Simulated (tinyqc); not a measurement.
Coverage along the feature as the dose grows: atomic layer deposition: Langmuir saturation, growth per cycle and coating of deep features. Computed by tinyqc, a small Python program. Command: `OMP_NUM_THREADS=1 python tinyqc.py 3013594 3013595 out.jsonl ald walk`. One thread of a shared host (Intel(R) Xeon(R) Processor @ 2.30GHz), about 0.01 s of CPU time with the checks.

Precursor A sticks only on free sites, so a long enough pulse saturates; co-reactant B then frees the sites again.

Inputs (values chosen for the exercise, modelled on silicon dioxide from an aminosilane and ozone):

| quantity | value | unit |
|---|---|---|
| precursor mass M | 174 | u |
| site density q | 2.8 | 1/nm^2 |
| sticking probability beta on free sites | 0.0016 | - |
| precursor pressure p | 0.5 | Pa |
| temperature T | 250 | C |
| pulse time t | 1.5 | s |
| desorption energy E_d | 1.71 | eV |
| aspect ratio a | 28 | - |

Feature: round hole.

Constants: u = 1.6605390666e-27 kg; k_B = 1.380649e-23 J/K; k_B = 8.617333262e-05 eV/K.

Method:
- Wall flux F = p/sqrt(2 pi M k_B T); rate of filling k_a = beta F/q; desorption k_d = 1e13 exp(-E_d/(k_B T)) per second. 1/m^2 = 1e-18/nm^2.
- Temperatures in kelvin are T(C) + 273.15.
- Diffusion-limited filling (Gordon) of a round hole of diameter w: a saturation front at depth z needs dz/dt = D_K n/(z (4q/w)), with Knudsen D_K = w c/3 and F = n c/4; including the entrance and floor terms, t = (q/F)(1 + 19a/4 + 3a^2/2). Reaction-limited filling needs ln(100)/k_a at any depth, k_a = beta F/q. Flow is molecular. The front picture holds when the modulus a sqrt(beta) is well above 1.
- Depth reached by the given pulse: solve the same formula for a. Exposure = p x diffusion-limited time; 1 langmuir = 1.33322e-4 Pa s.
- Continuum model with steady gas transport: d2n/dz2 = 3 beta (1 - th) n/d_h^2 (d_h the hydraulic diameter, n = 1 at the mouth, no flux at the floor, 60 cells), d th/dt = beta F n (1 - th)/q; no desorption. Times are multiples of the larger of the Gordon time and ln(100)/k_a.

diffusion-limited time = 0.840046 s

time to 99 % without desorption, ln(100)/k_a = 1.84569 s

flux F = 4366.43 1/(nm^2 s)

modulus = 1.12

Coverage:

| multiple | t (s) | top cell | quarter depth | half depth | three quarters | floor cell |
|---|---|---|---|---|---|---|
| 0.05 | 0.0923 | 0.203 | 0.138 | 0.096 | 0.073 | 0.065 |
| 0.10 | 0.1846 | 0.365 | 0.261 | 0.188 | 0.145 | 0.132 |
| 0.20 | 0.3691 | 0.597 | 0.465 | 0.357 | 0.289 | 0.266 |
| 0.40 | 0.7383 | 0.838 | 0.735 | 0.628 | 0.549 | 0.521 |
| 0.60 | 1.1074 | 0.935 | 0.878 | 0.808 | 0.750 | 0.728 |
| 0.80 | 1.4765 | 0.974 | 0.947 | 0.911 | 0.878 | 0.865 |
| 1.00 | 1.8457 | 0.990 | 0.978 | 0.961 | 0.946 | 0.940 |
| 1.30 | 2.3994 | 0.997 | 0.994 | 0.990 | 0.986 | 0.984 |

What follows from these numbers?

At a multiple of 0.2 the coverage is 0.60 at the top and 0.27 at the floor. The coverage falls gradually with depth, without a sharp front. In the last row the floor reaches 0.984. Caution: the modulus is not well above 1 or the Gordon time is under three times ln(100)/k_a, so there is no sharp front: the Gordon time is only a lower bound and the reaction time must be met as well.
